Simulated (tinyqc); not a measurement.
Worked calculation: Landau-Devonshire theory of a uniaxial ferroelectric. Computed by tinyqc, a small Python program that keeps every step. Command: `OMP_NUM_THREADS=1 python tinyqc.py 3020670 3020671 out.jsonl ferro walk`. One thread of a shared host (Intel(R) Xeon(R) Processor @ 2.30GHz), about 0.01 s of CPU time with the checks. Intermediate numbers are printed to about 5 digits and carried at full precision; extremes and crossings named in words are read from the listed rows.

G(P) = (alpha/2) P^2 + (beta*/4) P^4 + (gamma/6) P^6 - E P per volume, SI units, one domain, P along the polar axis, which is normal to the film.

Inputs (values chosen for the exercise, for a model ferroelectric):
```
quantity                           value             unit
alpha_0                           282000      J m/(C^2 K)
Curie-Weiss temperature T0           350                K
beta                           -4.57e+09        J m^5/C^4
gamma                           1.25e+10        J m^9/C^6
temperature T                        214                K
misfit strain u_m                 -0.018                -
electrostriction Q12              -0.031          m^4/C^2
compliance s11 + s12             6.6e-12            m^2/N
applied field E                       49             MV/m
film thickness d                      19               nm
screening length lambda           0.0042               nm
background permittivity eps_b          8                -
gradient coefficient g           1.1e-10        J m^3/C^2
series capacitance C_d               1.2  microfarad/cm^2
start of Newton steps P0/Ps            1                -
```

Sample: epitaxial film.

Constants: eps_0 = 8.8541878128e-12 F/m.

## Coefficients at T

alpha = alpha_0 (T - T0*), with clamping: T0* = T0 + 4 Q12 u_m/(alpha_0 (s11 + s12)), beta* = beta + 4 Q12^2/(s11 + s12).

T0* = 1549.2 K

alpha = -3.7653e+08 J m/C^2

beta* = -3.9876e+09 J m^5/C^4

Compression raises T0 by 1199 K. beta* < 0: the transition is of first order. Caution: a shift of T0 this large is beyond the range where constant coefficients hold.

## Spontaneous polarisation, susceptibility, coercive field

Ps^2 = [-beta* + sqrt(beta*^2 - 4 alpha gamma)]/(2 gamma). chi = 1/(eps_0 G''), G'' = alpha + 3 beta* P^2 + 5 gamma P^4 at Ps. Ps, chi and the coercive field are for perfect screening, without a depolarising field. The intrinsic coercive field is |alpha P + beta* P^3 + gamma P^5| at the P_c where G'' = 0. 1 C/m^2 = 100 microcoulomb/cm^2.

spontaneous polarisation Ps = 62.867 microcoulomb/cm^2

susceptibility chi = 24.246

well depth G(Ps) = -101.51 MJ/m^3

P_c = 46.789 microcoulomb/cm^2

intrinsic coercive field = 304.32 MV/m

P_c/Ps = 0.744, above the 0.577 of a quartic well, as the sixth-order term matters. Real switching runs by domain nucleation at far lower fields. Caution: far below T0* the expansion with linear alpha(T) is only a fit.

## Temperatures of the first-order transition

T_C = T0* + 3 beta*^2/(16 alpha_0 gamma); the polar phase survives up to T1 = T0* + beta*^2/(4 alpha_0 gamma); at T_C Ps^2 = -3 beta*/(4 gamma); latent heat = (1/2) alpha_0 T_C Ps^2.

transition temperature T_C = 2395.0 K

superheating limit T1 = 2676.9 K

jump of Ps = 48.914 microcoulomb/cm^2

latent heat = 80.795 MJ/m^3

Thermal hysteresis can span at most T1 - T0* = 1127.7 K.

## Polarisation in the field by Newton steps

Solve G'(P) = alpha P + beta* P^3 + gamma P^5 - E = 0 by P(new) = P - G'/G'' from P0; stop when the step is below 1e-11 C/m^2 (G' under 1e-6 MV/m is shown as 0).

Newton steps:
```
step  P (microcoulomb/cm^2)    G' (MV/m)  G'' (MJ m/C^2)
1                    62.867  -4.9000e+01          4658.1
2                    63.919   2.6579e+00          5168.6
3                    63.867   6.6040e-03          5142.9
4                    63.867            0          5142.8
```

P at the end of the steps = 63.867 microcoulomb/cm^2

1/(eps_0 G'') there = 21.961

The linear estimate Ps + eps_0 chi E gives 63.919; the field lowers chi by 9.4 %.

## The 180-degree wall

With the term (g/2) (dP/dx)^2, (g/2) P'^2 = G(P) - G(Ps) across the wall: energy = int_(-Ps)^(Ps) sqrt(2 g [G(P) - G(Ps)]) dP (40 Gauss-Legendre points); width = 2 Ps over the slope at P = 0, sqrt(2 |G(Ps)|/g). Elastic coupling inside the wall is left out.

wall energy = 139.50 mJ/m^2

wall width = 0.92550 nm

## A capacitor with imperfect screening

Between shorted electrodes with screening length lambda each, the depolarising field is -k P, k = 2 lambda/(eps_0 (d + 2 lambda eps_b)), so alpha turns into alpha + k. The polar state is the lowest uniform state while alpha + k < 0 (beta* > 0) or < 3 beta*^2/(16 gamma) (beta* < 0); setting the equality gives the critical thickness d_c.

depolarising coefficient k = 4.9756e+07 J m/C^2

polarisation of the film = 62.179 microcoulomb/cm^2

size of the depolarising field = 30.938 MV/m

critical thickness d_c = 1.4753 nm

The film keeps 99 % of Ps. Caution: a critical thickness of a few unit cells is outside the continuum theory.

## Thickness series

Domains are left out, though they can pre-empt both the loss of P and the state at P = 0. The second and third columns are for the shorted capacitor, polar only where it is the lowest uniform state: alpha + k < 0 (beta* > 0) or < 3 beta*^2/(16 gamma) (beta* < 0). The last column is another circuit, the film in series with C_d at P = 0: 1/C = (alpha d)/(1 + alpha eps_0 eps_b) + 1/C_d, and P = 0 is locally stable while 1/C > 0; a dash marks the rest.

Against thickness:
```
d (nm)  P (microcoulomb/cm^2)  depolarising field (MV/m)  C of the stack / C_d
1                       0.000                       0.00                1.0047
2                      54.479                     250.02                1.0094
3                      57.884                     179.04                1.0141
5                      60.080                     112.48                1.0238
8                      61.184                      71.95                1.0386
15                     61.991                      39.03                1.0748
30                     62.434                      19.70                1.1618
60                     62.652                       9.90                1.3861
150                    62.781                       3.97                3.2931
```

The polar state appears between 1 and 2 nm (d_c = 1.48 nm), and at 150 nm P is 99.9 % of Ps. The stack exceeds C_d wherever it is stable, up to 3.29 times: the ferroelectric held at P = 0 acts as a negative capacitance.

Checks made by the program: Ps against a numerical root of G'(P)/P (relative difference below 1e-10).
